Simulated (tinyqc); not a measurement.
Hall measurement with a parallel conducting layer.

Two layers in parallel, unit Hall factors, low field: 1/Rs = q (ns mu + n2 m2); apparent mobility (ns mu^2 + sg n2 m2^2)/(ns mu + n2 m2); apparent density (ns mu + n2 m2)^2/(ns mu^2 + sg n2 m2^2); a negative value means the sign of the second layer.

Parameters, values chosen for the exercise:
```
symbol,value,unit,meaning
ns,7.4e14,cm^-2,sheet density of the layer
mu,180,cm^2/(V s),drift mobility
m2,980,cm^2/(V s),mobility of the parallel layer
sg,1,,sign of its carriers relative to the first layer
```

Constants: q = 1.602176634e-19 C. Results are converted to the units shown.

Hall measurement with a parallel conducting layer:
```
n2 (cm^-2),Rs (ohm/square),apparent density (cm^-2),apparent mobility (cm^2/(V s)),share of the conductance in layer 2 (%)
2e12,46.18,7.054e14,191.6,1.450
1e13,43.65,6.090e14,234.8,6.853
4e13,36.20,4.764e14,361.9,22.74
2e14,18.96,5.016e14,656.3,59.54
7e14,7.619,9.639e14,849.9,83.74
3e15,2.031,3.251e15,945.3,95.67
1e16,0.6283,1.025e16,969.3,98.66
5e16,0.1270,5.025e16,977.8,99.73
2e17,0.03182,2.002e17,979.5,99.93
```

Read the table: what changes, and by how much?

The apparent mobility rises from 192 to 979 cm^2/(V s), between mu = 180 and sg m2 = 980. The apparent density never exceeds ns + n2; among the rows it falls to 0.534 of that sum, at n2 = 2e14.

Program tinyqc, `OMP_NUM_THREADS=1 python tinyqc.py 2850188 2850189 out.jsonl`; Intel Xeon 2.30GHz, shared host, one thread, about 0.01 s.
